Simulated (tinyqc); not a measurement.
Hueckel theory of the pi electrons with the omega technique, for the molecule C=C1C=CC=CC(C=O)=C1 (SMILES; centres numbered as the heavy atoms are written), step by step. One step of it, computed by the program tinyqc.

Question. Energy, charges, bond orders. E = sum n x; q_r = z_r - P_rr; bond order p = P_rs; free valence = sqrt(3) - sum of p over the bonds of the atom.

final x values: 2.236388  1.749723  1.430351  1.127947  0.224784  -0.249506  -0.515991  -1.088996  -1.873790  -2.040910

occupations: 2.000000  2.000000  2.000000  2.000000  2.000000  0.000000  0.000000  0.000000  0.000000  0.000000

final P:
```
            1C         2C         3C         4C         5C         6C         7C         8C
1C    1.122637   0.763008  -0.153791  -0.322090   0.199515   0.235270  -0.289233  -0.183091
2C    0.763008   0.999236   0.425731   0.017563  -0.068643  -0.067239   0.003148  -0.076663
3C   -0.153791   0.425731   0.958052   0.784761   0.045312  -0.343619  -0.076331   0.040192
4C   -0.322090   0.017563   0.784761   0.976918   0.509438   0.037320  -0.082032   0.017512
5C    0.199515  -0.068643   0.045312   0.509438   0.970797   0.771328   0.026484  -0.097522
6C    0.235270  -0.067239  -0.343619   0.037320   0.771328   0.963390   0.459851   0.019694
7C   -0.289233   0.003148  -0.076331  -0.082032   0.026484   0.459851   0.990522   0.455531
8C   -0.183091  -0.076663   0.040192   0.017512  -0.097522   0.019694   0.455531   0.784326
9O    0.249735   0.027167   0.012990   0.022678   0.021632  -0.103958  -0.079530   0.817361
10C  -0.026104   0.469473   0.223057  -0.105348  -0.295673   0.041408   0.691152   0.163329

            9O        10C
1C    0.249735  -0.026104
2C    0.027167   0.469473
3C    0.012990   0.223057
4C    0.022678  -0.105348
5C    0.021632  -0.295673
6C   -0.103958   0.041408
7C   -0.079530   0.691152
8C    0.817361   0.163329
9O    1.386098  -0.318527
10C  -0.318527   0.848024
```

Centres:
```
centre  z_r, pi electrons of the neutral centre         h
1C                                            1  0.000000
2C                                            1  0.000000
3C                                            1  0.000000
4C                                            1  0.000000
5C                                            1  0.000000
6C                                            1  0.000000
7C                                            1  0.000000
8C                                            1  0.000000
9O                                            1  1.000000
10C                                           1  0.000000
```

Bonds:
```
i    j  k
1    2  1
2    3  1
3    4  1
4    5  1
5    6  1
6    7  1
7    8  1
8    9  1
7   10  1
10   2  1
```

Give: pi energy = 10 alpha + this times beta; pi charges; Bond orders and lengths from R = 1.517 - 0.180 p; free valence of the carbons; gap between the highest filled and the next level.

Answer.

pi energy = 10 alpha + this times beta = 13.5384

pi charges: 1C -0.1226, 2C 0.0008, 3C 0.0419, 4C 0.0231, 5C 0.0292, 6C 0.0366, 7C 0.0095, 8C 0.2157, 9O -0.3861, 10C 0.1520

Bond orders and lengths from R = 1.517 - 0.180 p (angstrom, C-C alone):
```
bond       p       R
1-2   0.7630  1.3797
2-3   0.4257  1.4404
3-4   0.7848  1.3757
4-5   0.5094  1.4253
5-6   0.7713  1.3782
6-7   0.4599  1.4342
7-8   0.4555  1.4350
8-9   0.8174       -
7-10  0.6912  1.3926
10-2  0.4695  1.4325
```

free valence of the carbons: 1C 0.9690, 2C 0.0738, 3C 0.5216, 4C 0.4379, 5C 0.4513, 6C 0.5009, 7C 0.1255, 8C 0.4592, 10C 0.5714

gap between the highest filled and the next level = 0.4743 |beta|
